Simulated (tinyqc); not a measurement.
Subthreshold parameters from three currents.

Inverse problem. Far below threshold and for Vds well above Vt the virtual-source current tends to I = Cinv n Vt vx0 exp((Vgs - VT0 + dl Vds + al Vt)/(n Vt)) per width, with constant n; the three currents follow this limit. Find n, dl and VT0.

Inputs (values chosen for the exercise):
```
symbol   value     unit                                                         meaning
T          325        K                                                     temperature
Cinv      1.83  uF/cm^2                                           inversion capacitance
vx0     3.56e7     cm/s                                  velocity at the virtual source
al         3.5           threshold shift (in units of Vt) from weak to strong inversion
```

Constants: q = 1.602176634e-19 C, kB = 1.380649e-23 J/K, Vt = kB T/q. Results are converted to the units shown.

I at (Vgs, Vds) = (-0.2, 0.3), (-0.14, 0.3) and (-0.2, 1) V (nA/um): [0.017730860, 0.10894864, 0.044084911]

Answer. The first two currents differ in Vgs alone and give n; the first and third differ in Vds alone and give dl; the size of the first then gives VT0.

n = 1.18
dl = 0.0430 V/V
VT0 = 0.450 V

Computed by the program tinyqc: `OMP_NUM_THREADS=1 python tinyqc.py 2380171 2380172 out.jsonl`, one thread of a shared Intel Xeon 2.30GHz, about 0.02 s for the whole run.
